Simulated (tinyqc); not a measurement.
Stacked nanosheet transistor, parasitic resistance, capacitance and delay: one step of the calculation.

Ns sheets share one contact on top; each has perimeter p = 2 (Ws + ts) and cross-section A = Ws ts; contact width Wc = Ws + 10 nm, stack height Hs = Ns pv. Sheet 1 is the top one. Contact length Lc = CPP - Lg - 2 Lsp, shared by two neighbouring gates. Source and drain sides are equal. The formulas are first-order estimates, not field solutions.

Problem. Sheet currents at Vgs = Vdd, Vds = Vdd/2. One sheet: I = p Q vx u/(1 + |u|^1.8)^(1/1.8), Q = Cinv n Vt ln(1 + exp((Vg' - VT + dl Vd')/(n Vt))), u = Vd' mu/(vx Lg), Vg' = Vgs - v, Vd' = Vds - 2 v, with the drop on each side v_j = Rc sum I + rv (sum over levels k = 2..j of the current of sheets k..Ns) + Rx I_j. I(new) = I(out).

Inputs (values chosen for the exercise); values close to those of silicon logic devices: temperature T = 300 K; sheet width Ws = 40 nm; sheet thickness ts = 5 nm; vertical resistance between sheet levels rv = 91 ohm; gate length Lg = 16 nm; inversion capacitance Cinv = 2.5 uF/cm^2; injection velocity vx = 9.6e6 cm/s; apparent mobility mu = 180 cm^2/(V s); threshold at zero drain voltage VT = 0.21 V; barrier lowering dl = 0.069 V/V; subthreshold factor n = 1.1; supply voltage Vdd = 0.8 V.

Constants: q = 1.602176634e-19 C, kB = 1.380649e-23 J/K, Vt = kB T/q. Results are converted to the units shown.

I after iteration 1 (uA): sheet 1 129.01797, sheet 2 129.01797
Rc = 205.61102 ohm
Rx = 260 ohm

Give: drop v; I(out); I after iteration 2.

Solution.

drop v (mV): sheet 1 86.60, sheet 2 98.34
I(out) (uA): sheet 1 102.6, sheet 2 98.27
I after iteration 2 (uA): sheet 1 102.6, sheet 2 98.27

Numbers from tinyqc (`OMP_NUM_THREADS=1 python tinyqc.py 2170080 2170081 out.jsonl`; about 0.06 s on one thread of a shared Intel Xeon 2.30GHz).
